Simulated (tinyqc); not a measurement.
# Disorder broadening of a flat band (such as a Landau level) in the self-consistent Born approximation: two studies

The local Green function is G = g0(z - Sigma) with z = E + i eta and g0(z) = 1/z; the self-energy is Sigma = D G. The density of states is -Im G/pi.

Values chosen for this exercise: variance of the random potential D = 0.14 eV^2; bare broadening eta = 0.045 eV; energy from the band centre E = -0.302 eV.

Each table varies one quantity; the others keep the values above.

## Effect of the disorder strength

Sigma is iterated to self-consistency (retarded branch, Im Sigma < 0); first Born means Sigma = D g0(z) put once into G = g0(z - Sigma); clean means Sigma = 0. Closed form: G = (z - sqrt(z^2 - 4 D))/(2 D) with the root that gives Im G < 0; for eta -> 0 a semi-ellipse of half-width 2 sqrt(D).

The same in every row: DOS, clean (1/eV) = 0.15364.

Effect of the disorder strength:
```
D (eV^2)	Re Sigma (eV)	Im Sigma (eV)	DOS, self-consistent (1/eV)	DOS, first Born (1/eV)
0.0055	-0.018879	-0.0032150	0.18607	0.18269
0.01	-0.036234	-0.0071038	0.22612	0.21099
0.019	-0.077358	-0.023635	0.39596	0.28383
0.037	-0.12367	-0.10181	0.87584	0.53891
0.069	-0.13532	-0.19418	0.89580	2.0278
0.13	-0.14065	-0.30585	0.74888	1.3295
0.25	-0.14388	-0.45474	0.57899	0.18481
0.46	-0.14586	-0.63911	0.44225	0.057321
```

|Im Sigma| rises from 0.00322 to 0.639 eV, as D^(1.33) between the first two rows and D^(0.56) between the last two (the golden rule gives power 1, broadening wider than the band power 1/2). First Born is 1.8 % below the self-consistent density of states in the first row and 0.13 times it in the last.

## Effect of the mixing

G = g0(z - Sigma), Sigma(out) = D G, Sigma(new) = Sigma + mix (Sigma(out) - Sigma). Iterations from Sigma = 0 until |Sigma(out) - Sigma| < 1e-10 eV, at most 500. The factor is |1 - mix + mix L|, L = d Sigma(out)/d Sigma at the solution.

Result of one run:
```
mix	iterations	factor
0.85	57	0.6535
```

What becomes of these results when the mixing mix is changed from 0.85 to 0.3, all else the same?

Result of the changed run:
```
mix	iterations	factor
0.3	40	0.5571
```

The whole series:
```
mix	iterations	factor
0.1	134	0.8432
0.2	63	0.6937
0.3	40	0.5571
0.5	26	0.3821
0.7	33	0.4669
0.85	57	0.6535
1	177	0.8770
```

L = -0.593+0.646i. The fewest iterations, 26, come at mix = 0.5; the smallest factor, 0.382, is at mix = 0.5. As a function of mix the factor has its minimum at Re(1 - L)/|1 - L|^2 = 0.539, below 1, so damping helps.

Range of the model: The self-consistent Born approximation misses band tails from rare fluctuations and localisation.

Program tinyqc, `OMP_NUM_THREADS=1 python tinyqc.py 2720046 2720047 out.jsonl`; Intel Xeon 2.30GHz, shared host, one thread, about 0.01 s.
